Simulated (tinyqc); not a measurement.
Inside a calculation. Method: coupled-perturbed Hartree-Fock on RHF in the cc-pvdz basis, for He, spin multiplicity 1. One step of it, computed by the program tinyqc.

Task: Response to a field: uncoupled start. Field along z; U_ai = -mu_ai / (e_a - e_i), alpha = -4 sum U_ai mu_ai.

orbital energies (hartree): [-0.914148, 1.397442, 2.524372, 2.524372, 2.524372]

dipole integrals <a|z|i> (bohr), order a2, a3, a4, a5:
```
[[0.000000],
 [0.000000],
 [0.000000],
 [0.483314]]
```

Give: uncoupled U; uncoupled polarisability.

Result:

uncoupled U, order a2, a3, a4, a5:
```
[[0.0000],
 [0.0000],
 [0.0000],
 [-0.1406]]
```

uncoupled polarisability = 0.2717 bohr^3
